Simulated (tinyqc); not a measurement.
Worked calculation: quasiparticle equation with a plasmon-pole self-energy for two band edges. Values are carried at full precision from step to step, so a last printed digit may differ when a step is redone from the rounded ones.

For each edge E = e + X + Sc(E), with the correlation part Sc(E) = A[0]/(E - a + w) + A[1]/(E - b - w); a and b are the valence and conduction energies that enter the Green function (a = ev, b = ec in the one-shot scheme). Z = 1/(1 - dSc/dE), dSc/dE = -A[0]/(E - a + w)^2 - A[1]/(E - b - w)^2.

Inputs chosen for the exercise (scales of the order of those of Ge; not measured data): ev = 0 eV (mean-field valence top); ec = 0.1 eV (mean-field conduction edge); w = 14.5 eV (pole energy); Av = (46.5, 17) eV^2 (weights of the valence state on the hole and electron poles); Ac = (19.5, 40.8) eV^2 (the same for the conduction state); Xv = -2.57 eV (exchange minus the mean-field potential, valence); Xc = 1.74 eV (the same, conduction).

## Linearised one-shot correction

Evaluate Sc and its slope at the mean-field energy; E = e + Z (X + Sc).

Terms:

| edge | Sc (eV) | dSc/dE | Z | X + Sc (eV) | E (eV) |
|---|---|---|---|---|---|
| valence | 2.0425 | -0.3009 | 0.7687 | -0.5275 | -0.4055 |
| conduction | -1.4782 | -0.2855 | 0.7779 | 0.2618 | 0.3037 |

gap = 0.7091 eV
gap with Z = 1 = 0.8893 eV

The gap opens by 0.609 eV, 67 % of it by lowering the valence top. Setting Z = 1 would overshoot by 0.180 eV. X and Sc have opposite signs and are each larger than the sum they leave, so both must be converged well.

## Solving the equation for the conduction edge

Newton steps on f(E) = E - ec - Xc - Sc(E) from E = ec; the first step is the linearised result.

Iterates:

| step | E (eV) | Sc (eV) | f (eV) |
|---|---|---|---|
| 0 | 0.10000 | -1.47818 | -0.261823 |
| 1 | 0.30367 | -1.53664 | 0.000307 |
| 2 | 0.30343 | -1.53657 | 0.000000 |
| 3 | 0.30343 | -1.53657 | 0.000000 |

The linearisation errs by +0.2 meV, as the shift is only 0.014 of the pole energy.

## All solutions for the valence state

Multiplying out gives a cubic; give its three roots and their weights Z.

roots (eV): -17.687  -0.404  15.621

weights: 0.1787  0.7636  0.0576

The weights add up to 1. The satellite below lies 17.28 eV from the main peak, 19 % more than w: this scheme places plasmon satellites too far out, and gives one where a cumulant form gives a series.

## Updating the energies in the Green function

Solve both equations exactly, put the results in place of a and b, and repeat five times; w is kept.

Cycles (eV):

| cycle | Ev | Ec | gap |
|---|---|---|---|
| 1 | -0.4042 | 0.3034 | 0.7076 |
| 2 | -0.4635 | 0.3074 | 0.7708 |
| 3 | -0.4734 | 0.3041 | 0.7775 |
| 4 | -0.4753 | 0.3029 | 0.7782 |
| 5 | -0.4757 | 0.3026 | 0.7783 |

The update moves the gap by +71 meV from the one-shot value; each cycle shrinks the change to about 0.11 of the one before.

## Checks

- Sum of the weights of the three roots: both 1.000000.
- Newton result against the root by bisection (eV): both 0.30343.

tinyqc: `OMP_NUM_THREADS=1 python tinyqc.py 1851128 1851129 out.jsonl`; about 0.02 s, one thread, shared Intel(R) Xeon(R) Processor @ 2.30GHz.
